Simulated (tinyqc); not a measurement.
Coherent transport through a tight-binding region between two chains, step by step. One step of it, computed by the program tinyqc.

Task: Transmission at E = -0.14 eV. Surface Green function g = (E - i sqrt(4 t^2 - E^2)) / (2 t^2); self-energy tc^2 g on each contact site; G = (E - H - Sigma)^(-1); Gamma = -2 Im Sigma; T = Gamma_L Gamma_R |G_LR|^2; local density of states -Im G_ii / pi.

H of the central region (eV), lower triangle:
```
           1          2          3          4          5         6
1   0.000000
2  -1.810000   0.000000
3   0.000000  -1.040000   0.000000
4   0.000000   0.000000  -1.040000   0.000000
5   0.000000   0.000000   0.000000  -1.990000   0.000000
6   0.000000   0.000000   0.000000   0.000000  -1.040000  0.000000
```

Leads: semi-infinite chains with site energy 0:
```
parameter                           value
lead hopping t (eV)              1.310000
coupling to the left lead (eV)   0.690000
coupling to the right lead (eV)  0.300000
left contact site                       1
right contact site                      6
```

E = -0.140000 eV

Give: g; G; local density of states; transmission.

Result:

g = -0.0408-0.7623i 1/eV

G (1/eV), lower triangle:
```
                 1                2                3                4
1   0.2411-0.1190i
2   0.5447-0.0563i   0.0250-0.1130i
3  -0.3463+0.1996i   0.0169+0.0827i   0.6051-0.3363i
4  -0.5913+0.0831i  -0.0227+0.1241i   1.0260-0.1280i   0.1608-0.1413i
5   0.1394-0.0985i  -0.0105-0.0345i  -0.2440+0.1667i  -0.0224+0.0570i
6   1.1502-0.1724i   0.0421-0.2421i  -1.9961+0.2674i  -0.3108+0.2781i

                5               6
5  0.1260-0.0831i
6  1.0213-0.1202i  0.7321-0.5483i
```

local density of states (1/eV): 0.0379  0.0360  0.1070  0.0450  0.0265  0.1745

transmission = 0.1347
